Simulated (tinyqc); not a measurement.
Inside a calculation: donor near an oxide interface in a gate field (two-state model). Values are carried at full precision from step to step, so a last printed digit may differ when a step is redone from the rounded ones.

Interface at z = 0 (hard wall), donor at z = d, field F pulling electrons to the interface: potential e F z; 1 kV/cm = 1e-5 eV/angstrom, c = hbar^2/2m0, q = e^2/(4 pi eps0), Q = (eps - eo)/(eps + eo). Donor state: E_D = e F d - ED - q Q/(4 eps d), the last term joining the images of ion and electron. Interface state: z exp(-b z/2) exp(-rho^2/(2 L^2)) with E_z = c b^2/(4 mz) + 3 e F/b + q Q b/(8 eps), minimised over b; in the plane at z = 3/b the ion (distance D = d - 3/b) and its image (D' = d + 3/b) give E_rho = c/(mt L^2) - (q/eps)(sqrt(pi)/L)[erfcx(D/L) + Q erfcx(D'/L)], erfcx(x) = exp(x^2) erfc(x), minimised over L. E_I = E_z + E_rho.

Constants: hbar^2/2m0 = 3.80998211 eV angstrom^2; e^2/(4 pi eps0) = 14.39964547 eV angstrom.

Parameters, chosen for this exercise (near those of a donor in Si below HfO2, static dielectric constants; shifted at random, so the results belong to these values and not to a real crystal): d = 90 angstrom (depth of the donor); ED = 31.7 meV (bulk binding energy); mz = 0.91 m0 (mass across the interface); mt = 0.195 m0 (mass in the plane); eps = 11.3 (dielectric constant of the semiconductor); eo = 22 (dielectric constant of the oxide); F = 55.9 kV/cm (field in the semiconductor); aD = 17 angstrom (donor radius); v = 0.58 (valley factor).

## The interface state across the interface

Solve c b/(2 mz) - 3 e F/b^2 + q Q/(8 eps) = 0; give Q, b, the three terms of E_z and <z> = 3/b.

Q = -0.3213
b = 0.10178 1/angstrom

kinetic, field and image terms (meV): [10.84, 16.48, -5.21]

<z> = 29.5 angstrom

The image pulls the electron towards the oxide; without it <z> would be 32.3 angstrom. The sign rests on the static constant; with the high-frequency one of such an oxide, about 4, the image would repel.

## Binding in the plane

Give D, D', the best L, both terms and E_rho.

D, D' (angstrom): [60.5, 119.5]

L = 82.2 angstrom

kinetic and Coulomb terms (meV): [2.89, -11.16]

E_rho = -8.27 meV

The bottom of the well lies at -17.6 meV, so the level is 53 % of the way up; L/D = 1.36. Above the critical field the ionised donor would thus still hold its electron as a dot at the interface.

## Where the electron sits

The two states couple by t = t0 exp(-D/aD) with t0 = q/(eps aD) (2 aD/L) sqrt(aD b/2) v, v a valley factor; this form is an estimate. With detuning u = E_D - E_I the splitting is sqrt(u^2 + 4 t^2) and the lower state has weight (1 - u/sqrt(u^2 + 4 t^2))/2 on the donor.

Give E_D, E_I, t, the splitting and the donor weight.

E_D, E_I (meV): [19.75, 13.84]

t = 0.475 meV
splitting = 5.98 meV
donor weight = 0.006

The electron is at the interface; the contact hyperfine coupling scales with the donor weight. With this t, the tunnelling time pi hbar/(2t) at a crossing would be 2.17 ps (hbar = 6.58212e-16 eV s); here the detuning is 12.4 t.

## Critical field

Find F at which E_D = E_I; compare the rule e F d = ED. The crossing width is 4t/(e D), with t and D formed anew at that field.

critical field = 45.5 kV/cm
ED/(e d) = 35.2 kV/cm
width = 3.6 kV/cm

The confinement energy E_z = 19.0 meV raises the field needed and the attraction E_rho = -8.5 meV lowers it; the result is 1.29 times the simple rule.

## Checks

- E_z without images against 1.5 x 6^(2/3)/2 (c (e F)^2/mz)^(1/3), meV: both 27.09.
- E_rho from the radial equation in the full Coulomb well against the Gaussian trial function, meV: -8.4 against -8.3.

tinyqc: `OMP_NUM_THREADS=1 python tinyqc.py 1250324 1250325 out.jsonl`; about 0.04 s, one thread, shared Intel(R) Xeon(R) Processor @ 2.30GHz.
